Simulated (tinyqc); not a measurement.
Random telegraph noise from one oxide trap in a small MOSFET: one step of the calculation.

An acceptor-like trap exchanges electrons with the channel. Inversion charge Q = Cox u, u = n Vt W0(exp((Vg - VT)/(n Vt))), W0 the Lambert function, n = nf, Cox = eps0 eox/tox; linear regime Id = (W/L) mu Q Vd. Relative to threshold the surface potential rises by Vt ln(u/u0) and the oxide voltage by the rest of Vg - VT, with u0 = n Vt W0(1).

Problem. Trap level, time constants and occupancy. N = Cox u/q; dpsi = Vt ln(u/u0); E = E0 - dpsi - (xt/tox)(Vg - VT - dpsi); capture time tc = 1/[(N/zi) vth s0 exp(-xt/lt - EB/Vt)]; emission time te = tc exp(-E/Vt); occupancy te/(tc + te).

Parameters, values chosen for the exercise; values of the order met in silicon transistors:

| symbol | value | unit | meaning |
|---|---|---|---|
| T | 300 | K | temperature |
| eox | 8.76 |  | relative permittivity of the gate insulator (close to aluminium oxide) |
| tox | 3.1 | nm | insulator thickness |
| xt | 0.85 | nm | depth of the trap from the channel interface |
| E0 | 0.14 | eV | trap level above the channel Fermi level at threshold |
| s0 | 1e-17 | cm^2 | capture prefactor |
| EB | 0.31 | eV | capture barrier (lattice relaxation) |
| lt | 0.1 | nm | tunnelling decay length |
| vth | 1.3e7 | cm/s | thermal velocity |
| zi | 2.4 | nm | thickness of the inversion layer |
| VT | 0.47 | V | threshold voltage |
| nf | 1.2 |  | body factor |
| Vg | 0.82 | V | gate voltage |

Constants: q = 1.602176634e-19 C, kB = 1.380649e-23 J/K, Vt = kB T/q, eps0 = 8.8541878128e-14 F/cm where lengths are in cm. Results are converted to the units shown.

Wanted: u; N; dpsi; E; tc; te; occupancy.

Solution.

u = 0.28157 V
N = 4.3972e12 cm^-2
dpsi = 0.071683 V
E = -0.0079959 eV
tc = 0.33294 s
te = 0.45362 s
occupancy = 0.57671

The trap lies 0.31 Vt below the Fermi level, so it is filled most of the time.

Range of the model: VT is taken as given; short-channel effects and the uneven flow of current among few electrons are left out.

Program tinyqc, `OMP_NUM_THREADS=1 python tinyqc.py 2710039 2710040 out.jsonl`; Intel Xeon 2.30GHz, shared host, one thread, about 0.01 s.
